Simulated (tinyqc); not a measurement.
# Voltage drop against the resistance from a pad node to the supply

A grid of 17 by 17 nodes with segments Rx (rows) and Ry (columns); every node draws I1 and the central node kh I1; pads with resistance Rp sit at the nodes whose row and column are multiples of the pitch, counting from 0. The drops u = Vdd - V follow from G u = i, with G the conductance matrix and i the load currents, solved directly. Here the pitch is 4.

Parameters, values chosen for the exercise:
- Vdd = 0.8 V (supply voltage)
- Rx = 0.21 ohm (resistance of a horizontal segment)
- Ry = 0.13 ohm (resistance of a vertical segment)
- kh = 8 (factor on the load at the hot node)
- I1 = 0.06 mA (load current of a node in the large grid)

Voltage drop against the resistance from a pad node to the supply:

| Rp (ohm) | pads | worst drop (mV) | mean drop (mV) | largest drop at a pad (mV) | largest pad current (mA) | worst drop over Vdd (%) |
|---|---|---|---|---|---|---|
| 0.031 | 25 | 0.080930 | 0.061076 | 0.038076 | 1.2283 | 0.010116 |
| 0.062 | 25 | 0.10750 | 0.084203 | 0.070778 | 1.1416 | 0.013438 |
| 0.12 | 25 | 0.15500 | 0.12685 | 0.12497 | 1.0414 | 0.019375 |
| 0.25 | 25 | 0.25544 | 0.22103 | 0.23257 | 0.93026 | 0.031930 |
| 0.5 | 25 | 0.44083 | 0.40021 | 0.42250 | 0.84500 | 0.055103 |
| 1 | 25 | 0.80170 | 0.75659 | 0.78650 | 0.78650 | 0.10021 |
| 2 | 25 | 1.5156 | 1.4677 | 1.5023 | 0.75117 | 0.18946 |

What does the table show?

The worst drop rises from 0.0809 to 1.52 mV and the mean drop rises from 0.0611 to 1.47 mV. The worst drop goes as Rp^(0.41) between the first two rows and Rp^(0.92) between the last two. The central node is itself a pad.

tinyqc, about 0.1 s, one thread, Intel Xeon 2.30GHz (shared host): `OMP_NUM_THREADS=1 python tinyqc.py 2770132 2770133 out.jsonl`
